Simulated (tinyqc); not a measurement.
Brouwer diagram: defect equilibria of an oxide against oxygen pressure (mass action). Computed by tinyqc, a small Python program. Command: `OMP_NUM_THREADS=1 python tinyqc.py 3014693 3014694 out.jsonl brouwer walk`. One thread of a shared host (Intel(R) Xeon(R) Processor @ 2.30GHz), about 0.01 s of CPU time with the checks.

Defects: oxygen vacancies V (charge +2), electrons n, holes p, the ionic partner X = V_M'' (charge -2), and the dopant. Activities are taken equal to concentrations.

Inputs (values chosen for the exercise, for a model oxide):
```
quantity,value,unit
reduction enthalpy H_r,5.07,eV
prefactor K_r0,2.2e+69,cm^-9 atm^(1/2)
gap E_g,3.7,eV
prefactor N_c N_v,9.3e+40,cm^-6
disorder enthalpy H_s,3.11,eV
prefactor K_s0,4.3e+45,cm^-6
dopant density N_d,1.7e+19,cm^-3
temperature T,700,K
```

Ionic disorder: Schottky, oxide MO. Dopant (singly charged, fully ionised): donor.

Constants: k_B = 8.617333262e-05 eV/K.

Method:
- K_r = K_r0 exp(-H_r/k_B T) = [V] n^2 P^(1/2); K_i = N_c N_v exp(-E_g/k_B T) = n p; K_s = K_s0 exp(-H_s/k_B T) = [X] [V].
- Neutrality: 2 [V] + p + N_d = n + 2 [X]. With n as the unknown, [V] = K_r/(n^2 P^(1/2)), p = K_i/n, [X] = K_s/[V]; the log ratio is ln(positive/negative).
- The root is found by 60 bisections in ln n between n = 1e-10 and 1e25 cm^-3.
- The slope is d log n / d log P from this row and the one above; the last column names the largest term on each side. Pressures that give more than 3e21 cm^-3 are left out.

K_r = 6.91878e+32 cm^-9 atm^(1/2)

K_i = 2.13627e+14 cm^-6

K_s = 1.74765e+23 cm^-6

Log10 of the densities in cm^-3:
```
log10 P (atm),n,[V],p,[X],slope of n,balance
-32,19.230,10.379,-4.9008,12.863,-,N_d = n
-28,19.230,8.379,-4.9008,14.863,-0.00001,N_d = n
-24,19.227,6.386,-4.8971,16.856,-0.00091,N_d = n
-20,19.039,4.761,-4.7096,18.481,-0.04687,N_d = n
-16,18.240,4.360,-3.9104,18.883,-0.19980,N_d = 2 [X]
-12,17.261,4.318,-2.9315,18.925,-0.24473,N_d = 2 [X]
-8,16.263,4.314,-1.9336,18.929,-0.24947,N_d = 2 [X]
-4,15.263,4.313,-0.9338,18.929,-0.24995,N_d = 2 [X]
0,14.263,4.313,0.0662,18.929,-0.24999,N_d = 2 [X]
```

What follows from these numbers?

Regimes: N_d = n from log P = -32 to -20, where that balance predicts a slope of 0 and the table comes as close as 0.000; N_d = 2 [X] from log P = -16 to 0, where that balance predicts a slope of -1/4 and the table comes as close as -0.250.

Extremes, crossings and ranges named in words are read from the listed rows.
